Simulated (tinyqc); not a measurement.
From results back to parameters: two-band k.p model of the Delta valleys near the X point under shear strain. Four cases, with inputs chosen for the exercise.

Problem. Under a shear strain exy (|eta| < 1) the valley on the [001] axis has ml(eta) = ml/(1 - eta^2), 1/m[110] = 1/mt + eta/Mp and 1/m[1-10] = 1/mt - eta/Mp with Mp > 0, eta = D exy/Delta, Delta = 2 c k0^2/ml, k0 = kx0 2 pi/a, c = hbar^2/2m0.

Constants: hbar^2/2m0 = 3.80998211 eV angstrom^2.

Case 1.

Values chosen (near those of Si; not measured data):
- a = 5.423 angstrom (lattice constant)
- ml = 0.923 m0 (longitudinal mass)
- kx0 = 0.144 2 pi/a (distance of the minimum from X)
- exy = -0.0013 (shear strain)

m[110], m[1-10], ml(eta) (m0): 0.21236815  0.18370601  0.92969416

Case 2.

Values chosen (near those of Si; not measured data):
- a = 5.434 angstrom (lattice constant)
- ml = 0.932 m0 (longitudinal mass)
- kx0 = 0.156 2 pi/a (distance of the minimum from X)
- exy = 0.014 (shear strain)

m[110], m[1-10], ml(eta) (m0): 0.12570760  0.45510071  1.70632863

Case 3.

Values chosen (near those of Si; not measured data):
- a = 5.445 angstrom (lattice constant)
- ml = 0.912 m0 (longitudinal mass)
- kx0 = 0.156 2 pi/a (distance of the minimum from X)
- exy = -0.0032 (shear strain)

m[110], m[1-10], ml(eta) (m0): 0.23350271  0.17490485  0.93729672

Case 4.

Values chosen (near those of Si; not measured data):
- a = 5.427 angstrom (lattice constant)
- ml = 0.907 m0 (longitudinal mass)
- kx0 = 0.155 2 pi/a (distance of the minimum from X)
- exy = 0.0016 (shear strain)

m[110], m[1-10], ml(eta) (m0): 0.18631215  0.21585855  0.91335064

Find: mt; eta; Mp; D.

Solution. The mean of the two inverse transverse masses is 1/mt; eta^2 = 1 - ml/ml(eta), with the sign of 1/m[110] - 1/m[1-10] = 2 eta/Mp, which then gives Mp; D = eta Delta/exy.

Case 1.

mt = 0.197 m0
eta = -0.0849
Mp = 0.231 m0
D = 15.0 eV

Case 2.

mt = 0.197 m0
eta = 0.6736
Mp = 0.234 m0
D = 12.8 eV

Case 3.

mt = 0.200 m0
eta = -0.1643
Mp = 0.229 m0
D = 13.9 eV

Case 4.

mt = 0.200 m0
eta = 0.0834
Mp = 0.227 m0
D = 14.1 eV

Computed by tinyqc, one run a case: `OMP_NUM_THREADS=1 python tinyqc.py N N+1 out.jsonl` with N = 1080516, 1080527, 1080528, 1080558; one thread of a shared Intel(R) Xeon(R) Processor @ 2.30GHz, about 0.01 s a run at most.
